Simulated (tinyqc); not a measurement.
What moves transparency and gain: optical gain and spontaneous emission in a bulk direct-gap semiconductor.

Parabolic bands, vertical transitions, no excitons. For each hole band j: mr = me mj/(me + mj); joint density of states J_j(E) = (mr/c)^(3/2) sqrt(E - Eg)/(2 pi^2), both spins, c = hbar^2/2m0; averaged matrix element |e.p|^2 = m0 Ep/6; alpha_j(E) = 4 pi^2 alpha_f c Ep J_j/(3 nr E) in 1/angstrom (alpha_f the fine-structure constant, listed as alpha among the constants), times 1e8 for 1/cm.

F_j(eta) = (1/Gamma(j + 1)) integral_0^infinity x^j dx/(1 + exp(x - eta)), which tends to exp(eta) for eta << 0.

Quasi-Fermi levels: n = Nc F_1/2(Fc/kT) and p = Nv F_1/2(Fv/kT), Fc counted up from the conduction edge and Fv down from the valence edge; Nc, Nv from N = 2 (m kB T/(4 pi c))^(3/2) with c = hbar^2/2m0, in 1/angstrom^3; times 1e24 for 1/cm^3, with me and (mhh^(3/2) + mlh^(3/2))^(2/3).

For band j the electron sits at Ee = (E - Eg) mr/me above its edge and the hole at Eh = (E - Eg) mr/mj; fe = 1/(1 + exp((Ee - Fc)/kT)), fh = 1/(1 + exp((Eh - Fv)/kT)); gain g = sum_j alpha_j (fe + fh - 1).

Constants: hbar^2/2m0 = 3.80998211 eV angstrom^2; fine-structure constant alpha = 0.007297352564; kB = 8.617333262e-05 eV/K.

Inputs chosen for the exercise (near those of GaAs; the results hold for these values, not for the real material):

| symbol | value | unit | meaning |
|---|---|---|---|
| Eg | 1.446 | eV | direct gap |
| me | 0.0674 | m0 | electron mass |
| mhh | 0.507 | m0 | heavy-hole mass |
| mlh | 0.0803 | m0 | light-hole mass |
| Ep | 25.2 | eV | Kane energy |
| nr | 3.66 |  | refractive index |
| T | 350 | K |  |
| n | 1.3e+18 | 1/cm^3 | injected density, n = p |

Transparency is Fc + Fv = 0; the peak is the largest g over E at the density n (0 if none).

One parameter was then changed.

Results before and after:

| case | transparency density (1/cm^3) | Fc + Fv (eV) | peak gain (1/cm) |
|---|---|---|---|
| base | 1.56e+18 | -0.0162 | 0 |
| changed | 1.84e+18 | -0.0331 | 0 |

Which of these changes was made? (a) Ep = 27.7 eV; (b) nr = 3.84; (c) n = 1.69e+18 1/cm^3; (d) T = 390 K; (e) mhh = 0.304 m0; (f) me = 0.0775 m0.

Answer: (d) T = 390 K. Of the candidates, run in turn, only this one gives the changed row.

All candidates:

| case | transparency density (1/cm^3) | Fc + Fv (eV) | peak gain (1/cm) |
|---|---|---|---|
| base | 1.56e+18 | -0.0162 | 0 |
| me = 0.0775 m0 | 1.79e+18 | -0.0270 | 0 |
| mhh = 0.304 m0 | 1.21e+18 | 0.0061 | 21 |
| Ep = 27.7 eV | 1.56e+18 | -0.0162 | 0 |
| T = 390 K | 1.84e+18 | -0.0331 | 0 |
| n = 1.69e+18 1/cm^3 | 1.56e+18 | 0.0070 | 20 |
| nr = 3.84 | 1.56e+18 | -0.0162 | 0 |

Program tinyqc; command `OMP_NUM_THREADS=1 python tinyqc.py 1682581 1682582 out.jsonl`; about 0.1 s on one thread of a shared Intel(R) Xeon(R) Processor @ 2.30GHz.
